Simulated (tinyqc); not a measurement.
# From M_n back to bias as a fraction of the breakdown voltage

Model: avalanche multiplication and breakdown of a junction from ionisation integrals. Computed by tinyqc, a small Python program. Command: `OMP_NUM_THREADS=1 python tinyqc.py 3009722 3009723 out.jsonl impact inv`. One thread of a shared host (Intel(R) Xeon(R) Processor @ 2.30GHz), about 0.08 s of CPU time with the checks.

Ionisation coefficients follow the local field. Position x runs through the depletion layer from the p side (x = 0), where electrons enter, to the n side (x = w), where holes enter. The built-in voltage is neglected.

Inputs (values chosen for the exercise, modelled on InP):
```
quantity,value,unit
electron prefactor a_n,5.7e+06,1/cm
electron field b_n,3.18e+06,V/cm
hole prefactor a_p,1.85e+06,1/cm
hole field b_p,2.29e+06,V/cm
exponent c,1,-
permittivity eps,12.5,-
doping N of the lightly doped side,2.8e+14,1/cm^3
```

Junction: one-sided abrupt p+n.

Constants: e = 1.602176634e-19 C; eps_0 = 8.8541878128e-12 F/m.

Method:
- alpha_n = a_n exp(-(b_n/F)^c), alpha_p = a_p exp(-(b_p/F)^c).
- Field F = F_m (1 - s), w = eps eps_0 F_m/(e N), V = F_m w/2, with s = x/w (the peak lies at the p+ side).
- With Phi(x) = int_0^x (alpha_n - alpha_p) dx': 1 - 1/M_n = I_n = int_0^w alpha_n exp(-Phi) dx and M_p = M_n exp(-Phi(w)); trapezoid rule on 401 even points; breakdown at I_n = 1.
- Solve I_n(F_m) = 1.
- Bias V = fraction times the breakdown voltage.
- M_n = 1/(1 - I_n), M_p = M_n exp(-Phi(w)); McIntyre excess noise for the carrier with the larger M, F_x = k M + (1 - k)(2 - 1/M), with k = (smaller M - 1)/(larger M - 1).

Task: A run gave the result below. Find the bias as a fraction of the breakdown voltage, known to lie between 0.78 and 0.99.

M_n = 7.601451

Result:

Each step takes the trial c = (a f_b - b f_a)/(f_b - f_a), f being the result less the target and a, b, c the logarithms of the listed values; c replaces end b, the old b replaces a if the sign of f changed, and otherwise f_a is halved.

Scan of the range:
```
bias as a fraction of the breakdown voltage,M_n
0.780,1.1421
0.812,1.2037
0.845,1.3008
0.879,1.4665
0.914,1.7904
0.951,2.6702
0.990,10.8451
```

False position (Illinois rule, in the logarithm of the input) inside the bracket:
```
step,end a,end b,trial,M_n
1,0.951000,0.990000,0.974338,4.56653
2,0.990000,0.974338,0.981877,6.23188
3,0.990000,0.981877,0.985588,7.69330
4,0.981877,0.985588,0.985354,7.57941
5,0.985588,0.985354,0.985399,7.60116
6,0.985588,0.985399,0.985401,7.60173
7,0.985399,0.985401,0.985400,7.60145
8,0.985401,0.985400,0.985400,7.60145
```

M_n rises at every point of a 13-point scan of the range (every second point is shown), so one value fits; it is bracketed by 0.951 and 0.990. Answer: bias as a fraction of the breakdown voltage = 0.9854.
